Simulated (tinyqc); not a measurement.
# Worked calculation: resistive memory cell, filament-gap model with Joule heating

Program tinyqc, `OMP_NUM_THREADS=1 python tinyqc.py 2880142 2880143 out.jsonl`; Intel Xeon 2.30GHz, shared host, one thread, about 0.1 s. Printed values are rounded.

A tunnelling gap g separates the tip of a filament from the electrode. I = I0 exp(-g/g0) sinh(Vd/V0), with Vd = V - I Rs on the device; T = T0 + Rth Vd I at once; the gap closes as dg/dt = -nu exp(-q Ea/(kB T)) sinh(al q Vd/(kB T)). All constants are fitting values of a compact model.

Parameters, values chosen for the exercise: ambient temperature T0 = 358 K; current scale I0 = 0.33 mA; tunnelling length g0 = 0.31 nm; voltage scale V0 = 0.25 V; attempt velocity nu = 10 m/s; activation energy Ea = 0.98 eV; barrier lowering per volt on the device al = 0.26; thermal resistance Rth = 7.1e5 K/W; series resistance Rs = 500 ohm; pulse voltage V = 1.44 V.

Constants: q = 1.602176634e-19 C, kB = 1.380649e-23 J/K. Results are converted to the units shown.

## Iteration 1: voltage on the device

Vd at the start = 1.44 V
g = 0.4 nm

I = I0 exp(-g/g0) sinh(Vd/V0); f = Vd + Rs I - V, f' = 1 + Rs (I0/V0) exp(-g/g0) cosh(Vd/V0), Vd(new) = Vd - f/f'.

I = 14409.1 uA
f' = 29.8187
Vd after iteration 1 = 1.19839 V

## Iteration 2: voltage on the device

As before.

I = 5481.37 uA
f' = 11.9642
Vd after iteration 2 = 0.989510 V

## Course of the iteration: voltage on the device

Stop when Vd changes by less than 1e-10 V, or after 30 iterations.

Course of the iteration:

| iteration | Vd (V) | \|change\| (V) |
|---|---|---|
| 1 | 1.19839 | 0.242 |
| 2 | 0.989510 | 0.209 |
| 3 | 0.861357 | 0.128 |
| 4 | 0.826943 | 0.0344 |
| 5 | 0.825095 | 1.85e-3 |
| 6 | 0.825090 | 4.87e-6 |
| 7 | 0.825090 | 3.36e-11 |

Converged in 7 iterations. At the end the number of correct digits about doubles with each step.

## Current, temperature and closing rate

Vd = 0.825090 V

I, T and dg/dt as above.

I = 1229.82 uA
T = 1078.45 K
lowered barrier Ea - al Vd = 0.765477 eV
-dg/dt = 0.00131051 nm/ns

Without heating the rate would be 8.37e-11 nm/ns, so heating by 720 K multiplies it by 1.57e7.
